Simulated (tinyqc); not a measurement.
Radius: cylindrical quantum wire.

A cylinder of radius R, isotropic masses, c = hbar^2/2m0, k = sqrt(mw E/c), kappa = sqrt(mb (V0 - E)/c). State (n, m) is J_m(k r) inside and K_m(kappa r) outside; psi and psi'/m are continuous: (k/mw) J_m'(kR)/J_m(kR) = (kappa/mb) K_m'(kappa R)/K_m(kappa R).

With hard walls E = c (x/R)^2/mw, x a zero of J_m: (1,0) 2.404826; (2,0) 5.520078; (1,1) 3.831706; (2,1) 7.015587; (1,2) 5.135622; (2,2) 8.417244; (1,3) 6.380162; (2,3) 9.761023.

Constants: hbar^2/2m0 = 3.80998211 eV angstrom^2.

Parameters, chosen for this exercise (near those of a non-polar GaN wire in AlN; shifted at random, so the results belong to these values and not to a real crystal):
- V0 = 1.82 eV (barrier height)
- mw = 0.201 m0 (mass inside)
- mb = 0.323 m0 (mass outside)
- Rs = (17, 20, 24, 31, 41, 53, 72) angstrom (radii)

The two lowest states against R; a dash marks an unbound state.

Levels (eV):
```
R (angstrom),"(1,0)","(1,1)","(1,0), hard walls",flat well of width 2R
17,0.2428,0.6154,0.3793,0.1052
20,0.1867,0.4738,0.2741,0.0806
24,0.1378,0.3497,0.1903,0.0593
31,0.0886,0.2248,0.1141,0.0380
41,0.0537,0.1365,0.0652,0.0230
53,0.0336,0.0852,0.0390,0.0143
72,0.0189,0.0480,0.0211,0.0081
```

What can be read from this table?

The lowest state is bound at every radius listed. (1,1) is bound at every radius listed. At the largest radius the level is 0.89 of the hard-wall value and 2.34 times that of the flat well (the hard-wall ratio is 2.34); the exponent d ln E/d ln R between the last two radii is -1.87.

Computed by tinyqc, a small Python program: `OMP_NUM_THREADS=1 python tinyqc.py 1250709 1250710 out.jsonl` (the numbers bound the seed that draws the inputs); one thread of a shared host (Intel(R) Xeon(R) Processor @ 2.30GHz), about 0.05 s for the whole set of steps.
